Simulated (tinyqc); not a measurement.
# Inverter chain driving a load

N inverters, each f = Hc^(1/N) times larger than the one before: delay tau N (f + pp). Switched capacitance in units of the first input, with output capacitance pp times the input: Hc + (1 + pp)(Hc - 1)/(f - 1).

Values chosen for this exercise:
- Hc = 37 (load over the input capacitance of the chain)
- pp = 1 (parasitic delay of an inverter)
- tau = 7.5 ps (delay unit)

Result of one run:

| N | f | delay (ps) | switched capacitance |
|---|---|---|---|
| 2 | 6.083 | 106.2 | 51.17 |

What becomes of these results when the number of stages N is changed from 2 to 4, all else the same?

Result of the changed run:

| N | f | delay (ps) | switched capacitance |
|---|---|---|---|
| 4 | 2.466 | 104.0 | 86.10 |

The whole series:

| N | f | delay (ps) | switched capacitance |
|---|---|---|---|
| 1 | 37.00 | 285.0 | 39.00 |
| 2 | 6.083 | 106.2 | 51.17 |
| 3 | 3.332 | 97.47 | 67.87 |
| 4 | 2.466 | 104.0 | 86.10 |
| 5 | 2.059 | 114.7 | 105.0 |
| 6 | 1.825 | 127.1 | 124.2 |
| 7 | 1.675 | 140.4 | 143.7 |

The delay goes from 285 through a minimum of 97.5 (at N = 3 among the rows listed) to 140 ps. The best stage effort solves pp + rho (1 - ln rho) = 0, rho = 3.59, which gives N = ln Hc/ln rho = 2.82. One stage fewer than the best costs 9.0 % in delay and saves 25 % of the switched capacitance.

Program tinyqc, `OMP_NUM_THREADS=1 python tinyqc.py 2082059 2082060 out.jsonl`; Intel Xeon 2.30GHz, shared host, one thread, about 0.01 s.
